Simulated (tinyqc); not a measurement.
Holstein polaron on two sites: one step, computed by the program tinyqc. Command: `OMP_NUM_THREADS=1 python tinyqc.py 3019253 3019254 out.jsonl holstein walk`. One thread of a shared host (Intel(R) Xeon(R) Processor @ 2.30GHz), about 0.01 s of CPU time with the checks.

One electron on sites 1 and 2: H = -t (c1+ c2 + c2+ c1) + hbar omega sum_i b_i+ b_i - g hbar omega sum_i n_i (b_i + b_i+). The symmetric phonon shifts the energy by -g^2 hbar omega/2 and drops out; with b = (b_1 - b_2)/sqrt(2) there remains H = -t sigma_x + hbar omega b+ b - (g hbar omega/sqrt(2)) sigma_z (b + b+). Parity splits it into blocks p = +1 and -1 over phonon numbers n. Zero-point energies are left out. Weights Z refer to mode b alone; the displaced symmetric mode multiplies the full zero-phonon weight by exp(-g^2/2).

Task: The even block in a small basis. Block p: H_nn = n hbar omega - p t (-1)^n - g^2 hbar omega/2, H_(n,n+1) = -(g hbar omega/sqrt(2)) sqrt(n + 1). Take p = +1 and n = 0..N-1.

Inputs (values chosen for the exercise, for a model dimer):
```
quantity,value,unit
hopping t,15,meV
phonon energy hbar omega,50.7,meV
coupling g,0.27,-
phonon levels kept N,4,-
```

Give: H, even block.

Result:

H, even block (meV), lower triangle (symmetric):
```
,1,2,3,4
1,-16.8
2,-9.7,63.9
3,0.0,-13.7,84.6
4,0.0,0.0,-16.8,165.3
```
